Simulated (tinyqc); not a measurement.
Band offset from the macroscopic average of a supercell potential: sweeps and comparisons. A value that a table varies takes the place of the one given here.

A model of the planar-averaged electrostatic energy of an electron in a periodic cell of N1 periods of A (L1 = N1 n1 h) and N2 periods of B (L2 = N2 n2 h), on z_j = j h: V(z) = f VA + (1 - f) VB + F t(z), VA = V1[0] + V1[1] cos(2 pi z/(n1 h)) + V1[2] cos(4 pi z/(n1 h)), VB the same with V2, n2 and z - L1. f = [tanh(z/w) - tanh((z - L1)/w) + tanh((z - L1 - L2)/w)]/2 + 1/2; t(z) = z - L1/2 in A and (L1/L2)(L1 + L2/2 - z) beyond, so that the cell is periodic.

Running mean over n points, periodic: for odd n the plain mean of the n points centred on j; for even n the n + 1 points with half weight at both ends. The macroscopic average applies the mean over n1 points and then over n2 points.

dEv = Ev(A) - Ev(B) = Ev1 - (dV + Ev2); dEc = Ec(B) - Ec(A) = Eg2 - Eg1 - dEv. The correction of a gap, c = Eg[1] - Eg[0], lowers the valence top by fv c and leaves dV, a ground-state quantity, as it is. Type I: dEv and dEc of one sign; II: opposite signs; III: no overlap of the gaps.

Inputs chosen for the exercise (gaps near those of GaN and AlN; shifted at random, so the results belong to these values and not to a real crystal): h = 0.3 angstrom (grid step); n1 = 6 (grid points per period of A); n2 = 5 (grid points per period of B); V1 = (-4.38, 1.59, -0.01) eV (mean and two harmonics of the potential in A); V2 = (-6.5, 1.83, 0.05) eV (the same in B); w = 0.38 angstrom (width of the interfaces); N1 = 5 (periods of A); N2 = 4 (periods of B); F = 0.03 eV/angstrom (slope in A from opposite charges on the two interfaces); Ev1 = 4.12 eV (valence top of bulk A above its mean potential); Eg1 = (1.87, 3.49) eV (gap of A: semi-local value, corrected value); Ev2 = 5.53 eV (valence top of bulk B above its mean potential); Eg2 = (4.2, 6.24) eV (gap of B: semi-local value, corrected value).

## How thick the regions must be

N1 = N2 = N, no slope (F = 0); dV is read at j = floor(N n1/2) and N n1 + floor(N n2/2). The exact value is V2[0] - V1[0].

Results:
```
N  L1 (angstrom)  dV (eV)  error (meV)
1           1.80  -0.7832      1336.76
2           3.60  -2.0496        70.42
3           5.40  -2.1158         4.15
4           7.20  -2.1200         0.03
5           9.00  -2.1200         0.00
6          10.80  -2.1200         0.00
```

What can be read from the table?

The error is below 10 meV from N = 3 on. The two windows together span 3.30 angstrom and must fit between the interface tails, which fall as exp(-2 z/w); the errors at N = 2, 3 and 4 are 70.42, 4.15 and 0.03 meV.

## The choice of windows

dV read at j = 15 and 40 after means over the numbers of points listed; ripple is the spread over the five points around each.

Results:
```
windows  dV (eV)  ripple in A (meV)  ripple in B (meV)
none       1.360               2418               3372
6 only    -2.364                 36                472
5 only    -1.804                492                 54
7 only    -2.764                357                789
7, 6      -2.063                 36                126
6, 5      -2.120                 36                 54
```

Which rows can be used, and how does a wrong window show?

The last row matches both periods and lies 0 meV from the value of a thick cell, V2[0] - V1[0] = -2.120 eV. Against it the raw potential errs by +3.48 eV. No other row is within 20 meV of it. A window one point too long leaves a ripple of 357 meV in A, against 36 meV in the last row (of which the slope F makes 36 meV): the ripple is the sign to look for. Rows to use, with under 30 meV of ripple in both regions once the tilt is taken off: 6, 5. A row with a large ripple can hit the right value only by chance.

## Where the gap correction goes

dV = B - A = -2.1200 eV

fv1 and fv2 are varied.

Offsets (eV):
```
fv1  fv2     dEv    dEc
0.0  0.0   0.710  2.040
0.5  0.5   0.920  1.830
1.0  1.0   1.130  1.620
0.0  1.0   2.750  0.000
1.0  0.0  -0.910  3.660
0.3  0.7   1.652  1.098
```

What can be read from the table?

dEv + dEc = 2.750 eV in every row, but dEv alone spans 3.66 eV, the sum of the two corrections. A scissor on the conduction bands alone (first row) keeps the semi-local dEv; with equal shares fv the shift is fv times the difference of the corrections, +0.42 eV, against their sum of 3.66 eV: most of the error cancels if the shares are alike.

Program tinyqc; command `OMP_NUM_THREADS=1 python tinyqc.py 1851117 1851118 out.jsonl`; about 0.01 s on one thread of a shared Intel(R) Xeon(R) Processor @ 2.30GHz.
